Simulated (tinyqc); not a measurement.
Two-mode optical phonons of a ternary alloy from two coupled oscillators: one step, computed by the program tinyqc.

An alloy A(x)B(1-x)C has an A-C and a B-C bond oscillator. Each TO frequency moves linearly from the impurity mode (dilute end) to the TO of the pure crystal; each strength is proportional to the number of bonds.

Task: The two oscillators. omega_1 = (impurity mode of A) + x (omega_TO,AC - impurity mode of A); omega_2 = (impurity mode of B) + (1 - x)(omega_TO,BC - impurity mode of B); eps_inf = x eps_AC + (1 - x) eps_BC; strengths W_1 = x eps_AC (omega_LO,AC^2 - omega_TO,AC^2), W_2 = (1 - x) eps_BC (omega_LO,BC^2 - omega_TO,BC^2).

Inputs (values chosen for the exercise, modelled on GaAs(1-x)P(x), with A-C the GaP-like and B-C the GaAs-like bond):
```
quantity                  value  unit
omega_TO of pure AC       366.2  1/cm
omega_LO of pure AC       403.8  1/cm
omega_TO of pure BC       267.8  1/cm
omega_LO of pure BC       290.8  1/cm
eps_inf of AC              9.28     -
eps_inf of BC              10.7     -
impurity mode of A in BC    350  1/cm
impurity mode of B in AC  268.7  1/cm
fraction x of A            0.87     -
```

Give: omega_1 (A-C, TO); omega_2 (B-C, TO); eps_inf; W_1; W_2.

Result:

omega_1 (A-C, TO) = 364.094 1/cm

omega_2 (B-C, TO) = 268.583 1/cm

eps_inf = 9.4646

W_1 = 2.337e+05 1/cm^2

W_2 = 17871 1/cm^2
